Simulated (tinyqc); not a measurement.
# Implanted layer, carriers, mobility and sheet resistance with incomplete ionisation: two studies

An n-type layer from the surface x = 0 to the junction xj, N(x) = N0 exp(-(x - Rp)^2/(2 sg^2)). Local neutrality (no depletion at surface or junction, no spilling of carriers), intrinsic carriers neglected, Boltzmann statistics.

Parameters, values chosen for the exercise; values close to those of phosphorus in silicon over a p-type background:

| symbol | value | unit | meaning |
|---|---|---|---|
| T | 350 | K | temperature |
| Nb | 1.3e15 | cm^-3 | background doping of the opposite type |
| N0 | 7.5e17 | cm^-3 | peak chemical concentration |
| m1 | 66.4 | cm^2/(V s) | mobility limit at high doping |
| m2 | 1410 | cm^2/(V s) | mobility limit at low doping, at 300 K |
| Nr | 9.35e16 | cm^-3 | reference doping of the mobility law |
| am | 0.737 |  | exponent of the mobility law |
| bt | 1.9 |  | temperature exponent of m2 |
| Ns | 4.01e20 | cm^-3 | solubility limit of active dopant |
| NB | 3.67e19 | cm^-3 | conduction-band density of states at T |
| Ei | 0.0438 | eV | ionisation energy in the dilute limit |
| gd | 2 |  | degeneracy factor of the level |
| ks | 5.3e-9 | eV cm | lowering of Ei per N^(1/3) |
| sg | 41 | nm | straggle after annealing |
| Rp | 60 | nm | projected range |

Constants: q = 1.602176634e-19 C, kB = 1.380649e-23 J/K, Vt = kB T/q. Results are converted to the units shown.

Each table varies one quantity; the others keep the values above.

## Effect of the peak chemical concentration

xj = Rp + sg sqrt(2 ln(N0/Nb)). Active dopant A = min(N, Ns); n solves n (n + Nb)/(A - Nb - n) = K, K = (NB/gd) exp(-E/Vt), E = max(Ei - ks A^(1/3), 0), so n = 2 K (A - Nb)/[Nb + K + sqrt((Nb + K)^2 + 4 K (A - Nb))]; mobility mu = m1 + (m2 (T/300 K)^(-bt) - m1)/(1 + ((A + Nb)/Nr)^am). Dose = integral of N, carrier sheet density = integral of n, 1/Rs = q integral of n mu, mean mobility 1/(q Rs sheet density), Hall mobility (unit Hall factor) = integral of n mu^2 over integral of n mu, Hall sheet density = (integral of n mu)^2/integral of n mu^2; all from 0 to xj. Integrals on 4000 steps.

Result of one run:
```
N0 (cm^-3),xj (nm),dose (cm^-2),carriers (cm^-2),Rs (ohm/square),mean mobility (cm^2/(V s)),Rs xj (ohm nm),Hall/true sheet density
1.3e16,148.0,1.219e11,1.024e11,6.919e4,880.7,1.024e7,0.9990
```

What becomes of these results when the peak chemical concentration N0 is changed from 1.3e16 to 2e17 cm^-3, all else the same?

Result of the changed run:
```
N0 (cm^-3),xj (nm),dose (cm^-2),carriers (cm^-2),Rs (ohm/square),mean mobility (cm^2/(V s)),Rs xj (ohm nm),Hall/true sheet density
2e17,190.1,1.907e12,1.826e12,6997,488.5,1.330e6,0.9708
```

The whole series:
```
N0 (cm^-3),xj (nm),dose (cm^-2),carriers (cm^-2),Rs (ohm/square),mean mobility (cm^2/(V s)),Rs xj (ohm nm),Hall/true sheet density
1.3e16,148.0,1.219e11,1.024e11,6.919e4,880.7,1.024e7,0.9990
2.6e16,160.4,2.461e11,2.243e11,3.443e4,808.3,5.521e6,0.9972
5.1e16,171.1,4.848e11,4.587e11,1.901e4,715.9,3.252e6,0.9931
1e17,180.8,9.524e11,9.143e11,1.125e4,606.8,2.034e6,0.9850
2e17,190.1,1.907e12,1.826e12,6997,488.5,1.330e6,0.9708
3.9e17,198.5,3.719e12,3.496e12,4677,381.7,9.283e5,0.9509
7.7e17,206.5,7.345e12,6.636e12,3243,290.0,6.698e5,0.9260
1.5e18,214.0,1.431e13,1.212e13,2336,220.5,4.997e5,0.9008
3e18,221.4,2.862e13,2.194e13,1689,168.5,3.739e5,0.8798
```

As N0 goes from 1.3e16 to 3e18, xj rises from 148 to 221 nm, Rs falls from 69200 to 1690 ohm/square, the mean mobility falls from 881 to 168 cm^2/(V s) and the share of the dose that conducts goes from 84.0 through a maximum of 96.0 (at N0 = 1e17 among the rows listed) to 76.6 %. Rs goes as dose^(-0.99) at the low end and dose^(-0.47) at the high end; constant mobility and activation would give -1.

## Effect of the ionisation energy in the dilute limit

Same model as above.

Integrals on 4000 steps.

The same in every row: xj (nm) = 206.2; dose (cm^-2) = 7.154e12.

Result of one run:
```
Ei (eV),carriers (cm^-2),Rs (ohm/square),mean mobility (cm^2/(V s)),Rs xj (ohm nm),Hall/true sheet density
0.17,2.287e12,8806,309.9,1.816e6,0.8954
```

What becomes of these results when the ionisation energy in the dilute limit Ei is changed from 0.17 to 0.05 eV, all else the same?

Result of the changed run:
```
Ei (eV),carriers (cm^-2),Rs (ohm/square),mean mobility (cm^2/(V s)),Rs xj (ohm nm),Hall/true sheet density
0.05,6.359e12,3344,293.6,6.895e5,0.9264
```

The whole series:
```
Ei (eV),carriers (cm^-2),Rs (ohm/square),mean mobility (cm^2/(V s)),Rs xj (ohm nm),Hall/true sheet density
0.01,6.885e12,3106,291.9,6.405e5,0.9290
0.05,6.359e12,3344,293.6,6.895e5,0.9264
0.09,5.225e12,4016,297.4,8.281e5,0.9200
0.13,3.686e12,5582,303.4,1.151e6,0.9089
0.17,2.287e12,8806,309.9,1.816e6,0.8954
0.21,1.305e12,1.517e4,315.5,3.127e6,0.8831
0.25,7.065e11,2.769e4,319.0,5.710e6,0.8749
0.29,3.697e11,5.272e4,320.2,1.087e7,0.8722
```

As Ei goes from 0.01 to 0.29, xj stays at 206 nm, Rs rises from 3110 to 52700 ohm/square, the mean mobility rises from 292 to 320 cm^2/(V s) and the share of the dose that conducts falls from 96.2 to 5.17 %.

Computed by the program tinyqc: `OMP_NUM_THREADS=1 python tinyqc.py 2110058 2110059 out.jsonl`, one thread of a shared Intel Xeon 2.30GHz, about 0.01 s for the whole run.
